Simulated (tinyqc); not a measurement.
# Inputs raised by 10 %, one at a time

Model: velocity overshoot from momentum and energy balance equations after a field step. Computed by tinyqc, a small Python program. Command: `OMP_NUM_THREADS=1 python tinyqc.py 3010888 3010889 out.jsonl overshoot sens`. One thread of a shared host (Intel(R) Xeon(R) Processor @ 2.30GHz), about 0.05 s of CPU time with the checks.

At t = 0 the field jumps from 0 to F in a uniform sample. v is the drift velocity and u = w - (3/2) k_B T the excess energy per carrier.

Inputs (values chosen for the exercise, modelled on electrons in GaN except for tau_E): effective mass m = 0.2 m_0; low-field mobility mu_0 = 1300 cm^2/(V s); saturation velocity v_s = 2 1e7 cm/s; energy relaxation time tau_E = 0.28 ps; field after the step F = 91 kV/cm; lattice temperature T = 300 K; time step dt = 4 fs.

Scheme: implicit in the damping.

Constants: m_0 = 9.1093837015e-31 kg; e = 1.602176634e-19 C; k_B = 8.617333262e-05 eV/K.

Method:
- dv/dt = e F/m - v/tau_m(u), du/dt = e F v - u/tau_E, tau_m(u) = tau_0/(1 + c u), tau_0 = m mu_0/e, c = mu_0/(e tau_E v_s^2); this choice gives the steady state v (1 + mu_0 F v/v_s^2) = mu_0 F, which saturates at v_s. Steady velocity v = 2 mu_0 F/(1 + sqrt(1 + 4 (mu_0 F/v_s)^2)); u = e F v tau_E; carrier temperature T + 2u/(3 k_B), neglecting the drift energy m v^2/2.
- Step: v_new = (v + dt e F/m)/(1 + dt/tau_m(u)), u_new = (u + dt e F v_new)/(1 + dt/tau_E). Start v = u = 0; the distance adds dt (v + v_new)/2.
- Run to 8 times the larger of tau_E and tau_0, but at most 20001 steps, and stop early if |v| > 1000 v_s or u < -1/(2c); the run is accepted if the last v is within 0.5 % of the steady value.

Runs; columns: (1) input moved; (2) from; (3) to; (4) peak velocity (1e7 cm/s); (5) peak over steady velocity; (6) steady velocity (1e7 cm/s); (7) steady carrier temperature (K):
```
(1)                                    (2)    (3)     (4)     (5)     (6)     (7)
base run                                 -      -  3.8392  2.0887  1.8381  3923.2
effective mass m (m_0)                 0.2   0.22  3.7490  2.0396  1.8381  3923.2
low-field mobility mu_0 (cm^2/(V s))  1300   1430  3.9113  2.1117  1.8522  3951.1
saturation velocity v_s (1e7 cm/s)       2    2.2  4.0434  2.0167  2.0049  4252.2
energy relaxation time tau_E (ps)     0.28  0.308  3.9302  2.1382  1.8381  4285.6
field after the step F (kV/cm)          91  100.1  4.0045  2.1620  1.8522  4316.2
```

Exponents ln(y'/y) / ln(x'/x):
```
input                         peak velocity  peak over steady velocity  steady velocity  steady carrier temperature
effective mass m                     -0.249                     -0.249            0.000                       0.000
low-field mobility mu_0               0.195                      0.115            0.080                       0.074
saturation velocity v_s               0.544                     -0.368            0.912                       0.845
energy relaxation time tau_E          0.246                      0.246            0.000                       0.927
field after the step F                0.442                      0.362            0.080                       1.002
```

Which inputs matter most for each result?

Among the inputs moved here: peak velocity answers most in size to saturation velocity v_s (exponent +0.544), next to field after the step F (+0.442). Peak over steady velocity answers most in size to saturation velocity v_s (exponent -0.368), and about equally to field after the step F (+0.362). Steady velocity answers most in size to saturation velocity v_s (exponent +0.912), next to low-field mobility mu_0 (+0.080); its exponent is below 0.0005 for effective mass m, energy relaxation time tau_E. Its exponent 0.000 in energy relaxation time tau_E: c is tied to tau_E so that the steady curve is fixed. Steady carrier temperature answers most in size to field after the step F (exponent +1.002), next to energy relaxation time tau_E (+0.927); its exponent is below 0.0005 for effective mass m.

Caution (rows saturation velocity v_s, energy relaxation time tau_E, field after the step F): the excess energy exceeds 0.5 eV, where non-parabolicity, upper valleys and impact ionisation matter.

Extremes, crossings and ranges named in words are read from the listed rows.
